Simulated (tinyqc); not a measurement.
Band gaps under pressure and temperature from deformation potentials: sweeps and comparisons. A value that a table varies takes the place of the one given here.

Murnaghan: V/V0 = (1 + Bp P/B0)^(-1/Bp), B0 = (C11 + 2 C12)/3. Each gap moves by a ln(V/V0) with its volume potential a, and falls with temperature by aV T^2/(T + bV) (Varshni); the two effects are added. No change of phase is considered.

Constants: hc = 1239.841984 eV nm.

Values chosen for the exercise (near those of Si, the X and L potentials typical of such crystals; not measured data):
- Eg = 4.229 eV (gap at Gamma to the s-like level at 0 K, 0 GPa)
- EgX = 1.161 eV (gap to X at 0 K, 0 GPa)
- EgL = 2.068 eV (gap to L at 0 K, 0 GPa)
- C11 = 164.1 GPa
- C12 = 63.4 GPa
- Bp = 4.66 (pressure derivative of the bulk modulus)
- aG = -12.39 eV (volume potential of the Gamma gap)
- aX = 1.1 eV (volume potential of the X gap)
- aL = -3.08 eV (volume potential of the L gap)
- aV = (0.378, 0.458, 0.469) meV/K (Varshni alpha of Gamma, X, L)
- bV = (132, 612, 301) K (Varshni beta of Gamma, X, L)
- T = 400 K (temperature)
- P = 2.9 GPa (pressure)

## Gaps against pressure

The last column is the linear form E0 + c1 P for Gamma, c1 = -aG/B0.

Gaps (eV):
```
P (GPa)  ln(V/V0)  Gamma      X      L  lowest  Gamma, linear
0.00       0.0000  4.115  1.089  1.961       X          4.115
1.25      -0.0125  4.270  1.075  2.000       X          4.275
2.50      -0.0243  4.417  1.062  2.036       X          4.435
3.75      -0.0356  4.556  1.049  2.070       X          4.594
5.00      -0.0462  4.688  1.038  2.103       X          4.754
6.25      -0.0564  4.814  1.027  2.135       X          4.914
7.50      -0.0661  4.934  1.016  2.164       X          5.074
8.75      -0.0753  5.049  1.006  2.193       X          5.233
10.00     -0.0842  5.159  0.996  2.220       X          5.393
```

What does this show, and why?

Over 10 GPa Gamma moves by +1.043, L by +0.259 and X by -0.093 eV. X stays lowest. The linear form overshoots by 234 meV at the end, because the crystal stiffens; the gap is linear in ln V, not in P.

## Gaps against temperature

At the pressure P; wavelength hc/E of the lowest gap.

Gaps (eV):
```
T (K)   Gamma       X       L  lowest  wavelength (nm)
0      4.5759  1.1302  2.1542       X           1097.0
50     4.5707  1.1285  2.1509       X           1098.7
100    4.5596  1.1238  2.1425       X           1103.3
200    4.5304  1.1076  2.1168       X           1119.4
300    4.4972  1.0850  2.0840       X           1142.7
400    4.4622  1.0578  2.0472       X           1172.1
500    4.4264  1.0272  2.0079       X           1207.0
600    4.3900  0.9942  1.9668       X           1247.1
```

What can be read from the table?

From 0 to 100 K the Gamma gap falls by 16.3 meV, from 500 to 600 K by 36.4 meV: quadratic below bV, linear with a slope tending to aV = 0.378 meV/K above. X stays lowest. A pressure of 0.62 GPa, with the slope -aG/B0 at zero pressure, would undo the fall of the Gamma gap from 0 to 300 K.

## What each parameter does

Gaps at P and T. Each row changes one parameter from the base and keeps the others.

Results:
```
case              Gamma (eV)  X (eV)  L (eV)
base                  4.4622  1.0578  2.0472
T = 450 K             4.4444  1.0429  2.0278
C11 = 180.51 GPa      4.4448  1.0593  2.0429
C12 = 57.06 GPa       4.4770  1.0565  2.0509
Bp = 5.126            4.4601  1.0580  2.0467
aG = -13.629 eV       4.4969  1.0578  2.0472
aX = 1.21 eV          4.4622  1.0547  2.0472
aL = -2.772 eV        4.4622  1.0578  2.0386
P = 2.61 GPa          4.4295  1.0607  2.0391
```

How do the results move?

The largest shifts from the base row, up to three for each result and ties (the steps differ in size, so this ranks the rows, not the parameters). Gamma (eV): aG +0.0347, P -0.0327, T -0.0178; unchanged at the printed digits by aX and aL. X (eV): T -0.0149, aX -0.0031, P +0.0029; unchanged at the printed digits by aG and aL. L (eV): T -0.0194, aL -0.0086, P -0.0081; unchanged at the printed digits by aG and aX.

Computed by tinyqc, a small Python program: `OMP_NUM_THREADS=1 python tinyqc.py 1050583 1050584 out.jsonl` (the numbers bound the seed that draws the inputs); one thread of a shared host (Intel(R) Xeon(R) Processor @ 2.30GHz), about 0.01 s for the whole set of steps.
